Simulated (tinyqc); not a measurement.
Global model of a low-pressure process discharge: electron temperature, density, ion flux and ion energy: one step, computed by the program tinyqc. Command: `OMP_NUM_THREADS=1 python tinyqc.py 3111976 3111977 out.jsonl plasma walk`. One thread of a shared host (Intel(R) Xeon(R) Processor @ 2.30GHz), about 0.01 s of CPU time with the checks.

Maxwellian electrons with temperature T_e in eV, one positive ion, no negative ions, uniform bulk density n; rate constants have the Arrhenius form.

Task: Geometry factors. n_g = p/(k_B T_g); lambda_i = 1/(n_g sigma); h_L = 0.86/sqrt(3 + L/(2 lambda_i)), h_R = 0.8/sqrt(4 + R/lambda_i); A_eff = 2 pi R^2 h_L + 2 pi R L h_R; d_eff = pi R^2 L/A_eff.

Inputs (values chosen for the exercise, of the order of those of an inductive discharge in a simple atomic gas): ion-neutral cross section = 1.2e-18 m^2; pressure p = 0.71 Pa; gas temperature T_g = 500 K; radius R = 21 cm; height L = 13 cm.

Constants: k_B = 1.380649e-23 J/K.

Give: gas density n_g; ion mean free path; h_L; h_R; A_eff; d_eff.

Result:

gas density n_g = 1.0285e+20 1/m^3

ion mean free path = 0.81024 cm

h_L = 0.25904

h_R = 0.14626

A_eff = 968.64 cm^2

d_eff = 18.594 cm
